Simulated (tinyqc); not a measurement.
From results back to parameters: electrons shared among three sets of ellipsoidal valleys. Three cases, with inputs chosen for the exercise.

Problem. With Boltzmann statistics n(Gamma)/n(L) = R exp(-dE/kB T), where R = N_2/N_1 does not depend on T. Two ratios were computed from hidden R and dE.

Constants: kB = 8.617333262e-05 eV/K.

Case 1.

Values chosen (out of a larger set: masses and offsets near those of Ge; mobilities are free inputs, held fixed; not measured data): Ta = 300 K; Tb = 600 K.

ratio at Ta = 5.02459e-05
ratio at Tb = 0.000987742

Case 2.

Values chosen (out of a larger set: masses and offsets near those of Ge; mobilities are free inputs, held fixed; not measured data): Ta = 300 K; Tb = 500 K.

ratio at Ta = 0.000251697
ratio at Tb = 0.00146867

Case 3.

Values chosen (out of a larger set: masses and offsets near those of Ge; mobilities are free inputs, held fixed; not measured data): Ta = 300 K; Tb = 600 K.

ratio at Ta = 0.000206015
ratio at Tb = 0.00205805

Find: dE; R.

Solution. dE = kB ln(ratio_b/ratio_a)/(1/Ta - 1/Tb); then R = ratio_a exp(dE/kB Ta).

Case 1.

dE = 0.154 eV
R = 0.0194

Case 2.

dE = 0.114 eV
R = 0.0207

Case 3.

dE = 0.119 eV
R = 0.0206

Computed by tinyqc, one run a case: `OMP_NUM_THREADS=1 python tinyqc.py N N+1 out.jsonl` with N = 1682477, 1682673, 1682743; one thread of a shared Intel(R) Xeon(R) Processor @ 2.30GHz, about 0.02 s a run at most.
